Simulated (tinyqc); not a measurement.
Planar ballistic transistor, top-of-the-barrier model: one step of the calculation.

At the top of the source barrier, states moving towards the drain are filled by the source (Fermi level 0) and states moving back by the drain (Fermi level -q Vd); nothing scatters. U is the shift of the band edge there, set by the capacitances CG, CD and CS (the total) and by the charge. Parabolic two-dimensional band; the source is grounded.

Problem. Current, mean velocity and share of the gate voltage. N0 = gv m kB T/(pi hbar^2), CG = eps0 eox/tox, vT = sqrt(2 kB T/(pi m)), CS = CG/aG, n0 = n at U = 0 and Vd = 0. eta1 = -(E0 + U)/Vt, eta2 = eta1 - Vd/Vt, n = (N0/2)[F_0(eta1) + F_0(eta2)], F_0(x) = ln(1 + exp x). I = q (N0/2) vT [F_(1/2)(eta1) - F_(1/2)(eta2)] per width, F_(1/2)(x) = (2/sqrt(pi)) int_0^infinity u^(1/2)/(1 + exp(u - x)) du. Mean velocity I/(q n). CQ = (q/Vt) dn/d(eta1); the band edge follows the gate as -dU/dVg = aG/(1 + CQ/CS).

Inputs (values chosen for the exercise); mass and valleys close to those of indium arsenide: temperature T = 400 K; effective mass m = 0.0286 m0; valley degeneracy gv = 1; relative permittivity of the gate insulator eox = 3.9; insulator thickness tox = 3.1 nm; gate control CG/CS aG = 0.94; band edge at the barrier top above the source Fermi level at zero bias E0 = 0.17 eV; drain voltage Vd = 0.1 V.

Constants: q = 1.602176634e-19 C, kB = 1.380649e-23 J/K, hbar = 1.054571817e-34 J s, m0 = 9.1093837015e-31 kg, Vt = kB T/q, eps0 = 8.8541878128e-14 F/cm where lengths are in cm. Results are converted to the units shown.

converged U = -0.35179316 eV

Wanted: eta1; n; I; mean velocity; CQ; -dU/dVg.

Solution.

eta1 = 5.2741
n = 1.5940e12 cm^-2
I = 743.31 uA/um
mean velocity = 2.9106e7 cm/s
CQ = 1.8277 uF/cm^2
-dU/dVg = 0.36974 eV/V

The carriers from the source are degenerate (eta1 = 5.27), and the mean velocity is 0.792 times vT = sqrt(2 kB T/(pi m)) = 3.67e7 cm/s. The drain fills a good part of the returning states, which lowers the mean.

tinyqc, about 0.01 s, one thread, Intel Xeon 2.30GHz (shared host): `OMP_NUM_THREADS=1 python tinyqc.py 2400005 2400006 out.jsonl`
